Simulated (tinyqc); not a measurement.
Changing the silane pressure p_S: microkinetic model of low-temperature epitaxy from hydride gases: adsorption, hydrogen desorption and rate control. Computed by tinyqc, a small Python program. Command: `OMP_NUM_THREADS=1 python tinyqc.py 3022636 3022637 out.jsonl hepi sweep`. One thread of a shared host (Intel(R) Xeon(R) Processor @ 2.30GHz), about 0.05 s of CPU time with the checks.

Each hydride molecule needs two free sites and leaves four hydrogen atoms, of which two leave at once as H2; theta is the hydrogen coverage, the site density is 6.78 per nm^2 and one layer is 1.358 angstrom thick.

Inputs (values chosen for the exercise, close to those used for silane, with second-order desorption as on Si(111) but the site density of Si(001)): sticking prefactor of silane s0 = 0.085; adsorption barrier E_s = 0.25 eV; desorption prefactor nu_d = 3.3e+12 1/s; desorption energy on silicon E_d = 2.1 eV; hydrogen carrier pressure p_H = 0 Pa; sticking of hydrogen s_H = 1.9e-07; temperature T = 730 C.

Film: silicon. Order of hydrogen desorption: second.

Constants: k_B = 8.617333262e-05 eV/K; u = 1.6605390666e-27 kg; k_B = 1.380649e-23 J/K.

Method:
- Flux per site F = p/(sqrt(2 pi M k_B T) x 6.78e18 per m^2), M = 32.12 u (silane), 2.016 u (hydrogen); s = s0 exp(-E_s/(k_B T)); k_S = s F_S = k; k_H = s_H F_H; k_d = nu_d exp(-E_d/(k_B T)).
- Temperatures in kelvin are T(C) + 273.15.
- With k the hydride and k_H the hydrogen adsorption rate on free pairs and k_d the desorption rate, steady state: 2 (k + k_H)(1 - theta)^2 = k_d theta^2; growth rate R = k (1 - theta)^2 layers/s; 1 layer/s = 8.148 nm/min.
- With c = 2 (k + k_H)/k_d the free share is 1 - theta = 1/(1 + sqrt(c)).
- X_i = d ln R/d ln k_i at fixed other constants. With f = 1 - theta and a = 2/f + 2/theta: d ln f/d ln k_d = 1/(a f), so X_d = 2/(a f), X_k = 1 - X_d k/(k + k_H), X_H = -X_d k_H/(k + k_H); they sum to 1.

One run for each value:
```
silane pressure p_S (Pa)  growth rate G (nm/min)  hydrogen coverage theta  X_d (desorption)
0.001                                  8.075e-02                   0.0146            0.0146
0.003                                  2.372e-01                   0.0250            0.0250
0.01                                   7.588e-01                   0.0448            0.0448
0.03                                   2.134e+00                   0.0751            0.0751
0.1                                    6.308e+00                   0.1291            0.1291
0.3                                    1.580e+01                   0.2043            0.2043
1                                      3.856e+01                   0.3191            0.3191
10                                     1.350e+02                   0.5971            0.5971
30                                     1.961e+02                   0.7196            0.7196
```

Give the missing row, silane pressure p_S (Pa) = 3.

Computed row:
```
silane pressure p_S (Pa)  growth rate G (nm/min)  hydrogen coverage theta  X_d (desorption)
3                                      7.601e+01                   0.4480            0.4480
```

Interpolating between the two neighbouring rows (the first column on a logarithmic scale, the others too where they are positive) misses most in growth rate G (nm/min), by 7.8 %. Over the rows, growth rate G (nm/min) rises from 0.0808 to 196 (exponent d ln y / d ln x 0.98 between the first rows and 0.34 between the last); hydrogen coverage theta rises from 0.0146 to 0.720 (exponent d ln y / d ln x 0.49 between the first rows and 0.17 between the last); X_d (desorption) rises from 0.0146 to 0.720 (exponent d ln y / d ln x 0.49 between the first rows and 0.17 between the last). At the low end the exponent of growth rate G is 0.98, close to 1: adsorption limits.
